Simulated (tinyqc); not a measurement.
Keating valence-force model of a tetrahedral crystal: one step, computed by the program tinyqc. Command: `OMP_NUM_THREADS=1 python tinyqc.py 3008247 3008248 out.jsonl keating walk`. One thread of a shared host (Intel(R) Xeon(R) Processor @ 2.30GHz), about 0.02 s of CPU time with the checks.

Atom A sits at 0 and atom B at a/4 (1,1,1) of an fcc lattice; the four bonds from A are t = a/4 (1,1,1), a/4 (1,-1,-1), a/4 (-1,1,-1), a/4 (-1,-1,1), of length d = sqrt(3) a/4. Energy: E = (3 alpha/(8 d^2)) sum over bonds (r.r - d^2)^2 + (3 beta/(8 d^2)) sum over pairs of bonds at one atom (r_i.r_j + d^2/3)^2, with beta_A for the six pairs at A and beta_B for the six at B. The cell holds two atoms, Omega = a^3/4. 1 N/m = 1 J/m^2. With constants fitted to the elastic moduli this model puts optical and zone-boundary frequencies of real crystals too high, by up to about 20 % in elemental crystals and up to about 50 % in compounds, and mostly by more for TA modes; in compounds the lattice part of the static dielectric constant then comes out too low.

Question. Frequencies at the zone boundary. With displacements u exp(i q.r), each bracket changes by g.u, where g = (g_A, g_B): bond t, g = (-2 t, 2 t exp(i q.t)); pair (i, j) at A, g = (-(t_i + t_j), t_i exp(i q.t_j) + t_j exp(i q.t_i)); pair at B, g = (-t_i exp(-i q.t_j) - t_j exp(-i q.t_i), t_i + t_j). Then D_mn = sum over the 4 bonds and 12 pairs of (4 k/a^2) conj(g_m) g_n / sqrt(M_m M_n), with k = alpha or beta converted to eV/angstrom^2. Only the short-range forces enter; the Coulomb field of the charges is left out. An eigenvalue lambda of D in eV/(angstrom^2 u) gives nu = 15.6333042 THz x sqrt(lambda).

Inputs (values chosen for the exercise, modelled on zinc sulfide):
```
quantity               value  unit
mass M_A               65.38     u
mass M_B               32.06     u
bond stretching alpha   44.3   N/m
bond bending beta_A     4.93   N/m
bond bending beta_B     4.93   N/m
```

Structure: zinc blende.

Constants: nu for 1 eV/(angstrom^2 u) = 15.6333042 THz; 1 eV/angstrom^2 = 16.02176634 J/m^2.

Give: Frequencies (THz) at points given in 2 pi/a.

Answer.

Frequencies (THz) at points given in 2 pi/a:
```
point                nu 1    nu 2    nu 3    nu 4    nu 5    nu 6
X (1, 0, 0)        3.4890  3.4890  7.1096  10.153  11.290  11.290
L (0.5, 0.5, 0.5)  2.4768  2.4768  6.5367  10.363  11.554  11.554
W (1, 0.5, 0)      3.8430  3.9227  6.7783   9.680  11.351  11.587
K (0.75, 0.75, 0)  3.2274  4.1763  6.7838   9.819  11.368  11.537
```

At X the two longitudinal modes are split (7.11 and 10.15 THz) because each moves one sublattice alone.
